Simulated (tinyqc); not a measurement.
Worked calculation: classical Heisenberg spin chain: exact results, Metropolis, heat-bath and over-relaxation steps, and a Monte Carlo run. Computed by tinyqc, a small Python program that keeps every step. Command: `OMP_NUM_THREADS=1 python tinyqc.py 3130559 3130560 out.jsonl heismc walk`. One thread of a shared host (Intel(R) Xeon(R) Processor @ 2.30GHz), about 0.2 s of CPU time with the checks. Intermediate numbers are printed to about 5 digits and carried at full precision; extremes and crossings named in words are read from the listed rows.

E = -J sum_i s_i . s_(i+1) for unit vectors s_i on an open chain; K = J/(k_B T).

Inputs (values chosen for the exercise, for a model chain of large moments): coupling J = -34 meV; temperature T = 69 K; moment mu = 5.3 mu_B; length N of the open chain = 12; seed = 347153.

Update: heat bath.

Constants: k_B = 8.617333262e-05 eV/K; mu_B = 5.7883818060e-05 eV/T.

## Exact results

Each bond angle is independent, so u = <s_i . s_(i+1)> = coth K - 1/K, <s_i . s_(i+n)> = u^n, correlation length xi = -1/ln|u|, energy per bond -J u, heat capacity per bond c/k_B = 1 - K^2/sinh^2 K, and for the long chain chi = mu^2 (1 + u)/(3 k_B T (1 - u)) per spin.

K = -5.7182

u = -0.82514

xi = 5.2029 sites

energy per bond = -28.055 meV

heat capacity = 0.99859 k_B/bond

chi over the Curie value = 0.095806

chi = 0.0087329 mu_B/T per spin

For |K| >> 1, |u| = 1 - 1/|K| and xi = |K| - 1/2 = 5.22: the chain orders only at T = 0, and c tends to k_B, not to zero, a failure of classical spins.

## Finite chain

For N spins, <|sum s|^2>/N = (1 + u)/(1 - u) - 2 u (1 - u^N)/(N (1 - u)^2); the long chain has (1 + u)/(1 - u), chi over the Curie value, and the difference is relative to it.

<|sum s|^2>/N = 0.13298

difference from the long chain = 38.799 %

## Four single-spin steps

four neighbouring spins (rows; components x, y, z):
$$\begin{pmatrix}
0.8380 & 0.2217 & 0.4985 \\
0.5791 & 0.1681 & -0.7978 \\
0.3550 & 0.5717 & 0.7397 \\
-0.2076 & 0.8425 & -0.4972
\end{pmatrix}$$

random numbers, one row a step:
$$\begin{pmatrix}
0.3662 & 0.5612 & 0.7311 \\
0.0921 & 0.7115 & 0.3714 \\
0.8102 & 0.4729 & 0.3941 \\
0.2468 & 0.1688 & 0.2116
\end{pmatrix}$$

The given spins are first normalised. Spins 2 and 3 are updated in turn, with h = K (sum of the two neighbours). Heat bath: cos(theta) = 1 + ln(1 - r1 (1 - exp(-2 |h|)))/|h| about n = h/|h|, azimuth 2 pi r2 = phi in the frame a = n x z/|n x z|, b = n x a: s = n cos(theta) + sin(theta)(a cos(phi) + b sin(phi)); r1, r2 are the first two numbers of the row.

Steps:
```
spin     |h|  h . s before  h . s after       move         x         y         z
2     10.828        0.9354       10.372  heat bath  -0.51473  -0.66197  -0.54483
3      7.323        5.2836        7.226  heat bath   0.44189  -0.07043   0.89430
2     10.851        8.6791        9.189  heat bath  -0.44398  -0.58026  -0.68278
3      7.852        7.7860        7.569  heat bath   0.59406  -0.37921   0.70944
```

## A run and its error bars

From the ordered state (alternating for J < 0), with each spin drawn from exp(h . s), h = K x sum of neighbours, 200 sweeps are discarded and 1600 recorded (even and odd sites in turn; random numbers not printed, so these rows are one sample). Errors are the scatter of block means over sqrt(number of blocks).

Blocking:
```
block length  mean bond product      error  <|sum s|^2>/N      error
1                      -0.82455  0.0013382        0.13264  0.0028217
4                      -0.82455  0.0016189        0.13264  0.0028946
16                     -0.82455  0.0018819        0.13264  0.0031773
40                     -0.82455  0.0020221        0.13264  0.0031272
80                     -0.82455  0.0023656        0.13264  0.0030599
```

With blocks of 40 the bond product is 0.3 error bars from the exact u = -0.8251, and <|sum s|^2>/N is 0.1 from the exact 0.133. Blocking to 40 changes the two errors by factors 1.5 and 1.1, because successive sweeps are correlated.

Checks made by the program: c against a difference of the energy (relative difference 3e-10).
